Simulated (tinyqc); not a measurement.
Inside a calculation. Model: frequency dispersion of an accumulation capacitance by border traps, distributed model.

Numbers from tinyqc (`OMP_NUM_THREADS=1 python tinyqc.py 2202146 2202147 out.jsonl`; about 0.4 s on one thread of a shared Intel Xeon 2.30GHz). Printed values are rounded.

Traps spread evenly through the insulator exchange electrons with the semiconductor by tunnelling, with tau(x) = t0 exp(2 ka x) at depth x from the interface. The admittance per area Y seen at depth x obeys dY/dx = -Y^2/(i w eps0 eox) + q Nb ln(1 + i w tau)/tau, with Y(0) = i w Cs and w = 2 pi f; the gate sees Y(tox) = G + i w C. Working variable y = Y/(i w), in uF/cm^2. Cox = eps0 eox/tox.

Values chosen for this exercise; permittivity close to that of zirconium oxide: relative permittivity of the insulator eox = 21; insulator thickness tox = 6.4 nm; semiconductor capacitance in accumulation Cs = 1.9 uF/cm^2; density of border traps Nb = 1.4e19 cm^-3 eV^-1; decay constant of the wave function in the insulator ka = 5.1 1/nm; time constant of a trap at the interface t0 = 8e-9 s; frequency f = 100 Hz; depth down to which the steps are taken xe = 1.7 nm.

Constants: q = 1.602176634e-19 C, eps0 = 8.8541878128e-14 F/cm where lengths are in cm. Results are converted to the units shown.

## Scales and lumped estimate

Cox; trap-free value 1/(1/Cox + 1/Cs); response depth d = ln(1/(w t0))/(2 ka), where w tau = 1; lumped estimate: all traps within d act as C_bt = q Nb d placed at d/2, so C = 1/{1/[1/(1/Cs + d/(2 eps0 eox)) + C_bt] + (tox - d/2)/(eps0 eox)}.

Cox = 2.905280 uF/cm^2
trap-free C = 1.148743 uF/cm^2
d = 1.196155 nm
C_bt = 0.2683031 uF/cm^2
lumped C = 1.253545 uF/cm^2

The traps within reach amount to 0.141 Cs and lie in the first 18.7 % of the insulator.

## Midpoint steps through the active depth

In terms of y: dy/dx = -y^2/(eps0 eox) + s(x), s = q Nb ln(1 + z)/z, z = i w tau. 9 midpoint steps of h = xe/9: y_half = y + (h/2) y'(x, y), y(new) = y + h y'(x + h/2, y_half).

```
point,x (nm),s (uF/(cm^2 nm)),y (uF/cm^2)
0,0,0.2243047-0.0000006i,1.900000+0.000000i
1,0.1888889,0.2243047-0.0000039i,1.905586+0.000000i
2,0.3777778,0.2243047-0.0000266i,1.910959-0.000002i
3,0.5666667,0.2243045-0.0001825i,1.916128-0.000015i
4,0.7555556,0.2242954-0.0012532i,1.921100-0.000104i
5,0.9444444,0.2238661-0.0085804i,1.925869-0.000716i
6,1.133333,0.2064411-0.0521481i,1.929912-0.004832i
7,1.322222,0.0806682-0.0820059i,1.921021-0.020822i
8,1.511111,0.0138196-0.0290137i,1.890523-0.029806i
9,1.7,0.0020578-0.0067577i,1.855882-0.031307i
```

## Capacitance and conductance at the gate

y at xe = 1.855882-0.031307i uF/cm^2

Beyond xe the traps are ignored, so 1/y(tox) = 1/y(xe) + (tox - xe)/(eps0 eox); C = Re y, G/w = -Im y, loss tangent G/(w C).

y at the gate = 1.263343-0.014505i uF/cm^2
C = 1.263343 uF/cm^2
G/w = 0.01450505 uF/cm^2
loss tangent = 0.01148148

A fine integration over the whole insulator gives C = 1.2635 and G/w = 0.01474 uF/cm^2; the coarse G/w is 1.6 % below that. The fine C is 10 % above the trap-free value, and the lumped estimate is 0.79 % below the fine result.
